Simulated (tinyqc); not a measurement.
Worked calculation: bound state in one dimension: Numerov shooting, finite differences, DVR. Computed by tinyqc, a small Python program that keeps every step. Settings: points = 64. Command: `OMP_NUM_THREADS=1 python tinyqc.py 21839 21840 out.jsonl` (the two numbers bound the seeds that draw the settings). One thread of a shared host (Intel(R) Xeon(R) Processor @ 2.60GHz), about 0.01 s of CPU time with the checks.

## Numerov steps at E = 0.1

One particle of mass 1 in V = 1^2 x^2/2 + 0.03 x^4 (atomic units), psi = 0 at both ends:
```
parameter                 value
left end              -4.500000
right end              4.500000
intervals                    64
h                      0.140625
state sought (nodes)          2
```

k_i = 2 m (E - V_i); (1 + h^2 k_(i+1)/12) y_(i+1) = 2 (1 - 5 h^2 k_i/12) y_i - (1 + h^2 k_(i-1)/12) y_(i-1), from y_0 = 0, y_1 = 0.001.

Points along the way:
```
i         x        V         k         y
0   -4.5000  22.4269  -44.6538    0.0000
1   -4.3594  20.3368  -40.4736    0.0010
2   -4.2188  18.4018  -36.6037    0.0028
3   -4.0781  16.6134  -33.0267    0.0068
4   -3.9375  14.9631  -29.7262    0.0155
5   -3.7969  13.4430  -26.6860    0.0335
21  -1.5469   1.3682   -2.5364   83.0954
22  -1.4062   1.1061   -2.0122  107.5638
23  -1.2656   0.8779   -1.5558  136.2957
24  -1.1250   0.6809   -1.1617  169.2026
25  -0.9844   0.5127   -0.8253  205.9784
26  -0.8438   0.3712   -0.5423  246.0996
```

## Bisection on the node count

With more sign changes than the state has nodes (the last point included) the energy is too high, else too low; the bracket starts as 0.1 to 12.

Trials:
```
trial         E  sign changes  y at the right end   next
1      6.050000             5           -8.05e+01  lower
2      3.075000             3           -8.85e+03  lower
3      1.587500             1           -1.03e+04  raise
4      2.331250             2            4.93e+04  raise
5      2.703125             2            2.69e+03  raise
6      2.889063             3           -6.28e+03  lower
7      2.796094             3           -2.79e+03  lower
8      2.749609             3           -3.19e+02  lower
9      2.726367             2            1.12e+03  raise
10     2.737988             2            3.81e+02  raise
11     2.743799             2            2.68e+01  raise
12     2.746704             3           -1.47e+02  lower
13     2.745251             3           -6.05e+01  lower
14     2.744525             3           -1.69e+01  lower
...         ...           ...                 ...    ...
29     2.744244             3           -2.73e-04  lower
30     2.744244             2            3.93e-04  raise
31     2.744244             2            6.00e-05  raise
```

eigenvalue = 2.744244 hartree

## The same grid by other methods

Three-point finite differences and the sine-DVR kinetic matrix of Colbert and Miller on the same points.

Lowest levels (hartree):
```
state  finite differences     DVR
0                  0.5199  0.5206
1                  1.5946  1.5985
2                  2.7335  2.7443
3                  3.9262  3.9487
4                  5.1657  5.2052
```
